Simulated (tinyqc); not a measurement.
# Gain factor and gap resistance from two string resistances

Question. At small bit-line voltage each of the 64 cells has the resistance 1/(K x) at overdrive x (no mobility reduction) in series with a gap resistance Rg. Find K, Rg and the share of the gaps at the higher overdrive.

resistance of a string of 64 equal cells at overdrives of 3.7 and 7.8 V (kohm): 2978.8829  1463.5214

Solution. The resistance per cell is a straight line in 1/x with slope 1/K and intercept Rg.

K = 6.00 uA/V^2
Rg = 1.50 kohm
share of the gaps = 6.56 %

Program tinyqc, `OMP_NUM_THREADS=1 python tinyqc.py 2142099 2142100 out.jsonl`; Intel Xeon 2.30GHz, shared host, one thread, about 0.6 s.
